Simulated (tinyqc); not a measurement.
Ballistic Schottky-barrier transistor with a one-dimensional channel, WKB contacts: one step of the calculation.

Source Fermi level 0, drain Fermi level -Vd. Far from the contacts Ec = pn - psi, and the gate moves psi one to one; the band edges relax as exp(-x/lam) from pn at the source and pn - Vd at the drain; Ev = Ec - Eg. A carrier of energy w inside the channel band meets at a contact a barrier of height D (the contact edge beyond the channel edge): T = 1 for w >= D, else exp(-S), S = 4 lam sqrt(m/C) [sqrt(D - w) - sqrt(w) arctan sqrt((D - w)/w)], C = hbar^2/(2 m0). The two contacts combine as Ts Td/(Ts + Td - Ts Td).

Task. Current of the electrons on a coarse grid. I = g (2 q^2/h) int T(w) [f(Es + w) - f(Ed + w)] dw, f(y) = 1/(1 + exp(y/Vt)). Electrons: Ds = psi, Dd = psi - Vd, Es = Ec, Ed = Ec + Vd. Holes: Ds = -psi, Dd = Vd - psi, Es = -Ev, Ed = -Ev - Vd. The size of each current is taken; both flow from drain to source and add. Simpson's rule on nE equally spaced w from 0 to wm.

Inputs (values chosen for the exercise); channel values close to those of a carbon nanotube:
- T = 300 K (temperature)
- pn = 0.34 eV (barrier for electrons at both contacts)
- mn = 0.059 m0 (electron mass)
- g = 2 (valleys or subbands)
- lam = 2.7 nm (screening length at the contacts)
- Vd = 0.5 V (drain bias)
- ps = 0.48 V (band shift psi of the channel by the gate)
- wm = 0.66 eV (upper end of the grid)
- nE = 17 (points of the grid)

Constants: q = 1.602176634e-19 C, kB = 1.380649e-23 J/K, hbar = 1.054571817e-34 J s, h = 6.62607015e-34 J s, m0 = 9.1093837015e-31 kg, Vt = kB T/q, hbar^2/(2 m0) = 0.0380998212 eV nm^2. Results are converted to the units shown.

Find: w; Ts; Td; T; size of the supply difference; current.

Result.

```
point   w (eV)         Ts      Td          T  size of the supply difference
0      0.00000  9.0400e-5  1.0000  9.0400e-5                        0.99557
1      0.04125  0.0043978  1.0000  0.0043978                        0.97854
2      0.08250   0.017251  1.0000   0.017251                        0.90240
3      0.12375   0.044460  1.0000   0.044460                        0.65217
4      0.16500   0.091832  1.0000   0.091832                        0.27547
5      0.20625    0.16407  1.0000    0.16407                       0.071580
6      0.24750    0.26353  1.0000    0.26353                       0.015394
7      0.28875    0.38906  1.0000    0.38906                      0.0031604
8      0.33000    0.53507  1.0000    0.53507                      6.4248e-4
9      0.37125    0.69095  1.0000    0.69095                      1.3035e-4
10     0.41250    0.84055  1.0000    0.84055                      2.6436e-5
11     0.45375    0.96022  1.0000    0.96022                      5.3608e-6
12     0.49500     1.0000  1.0000     1.0000                      1.0871e-6
13     0.53625     1.0000  1.0000     1.0000                      2.2044e-7
14     0.57750     1.0000  1.0000     1.0000                      4.4702e-8
15     0.61875     1.0000  1.0000     1.0000                      9.0647e-9
16     0.66000     1.0000  1.0000     1.0000                      1.8382e-9
```

current = 0.58838 uA

Range of the model: No scattering, image-force lowering, channel charge or band-to-band tunnelling; parabolic kappa overstates S deep in the gap.

Numbers from tinyqc (`OMP_NUM_THREADS=1 python tinyqc.py 2390139 2390140 out.jsonl`; about 0.07 s on one thread of a shared Intel Xeon 2.30GHz).
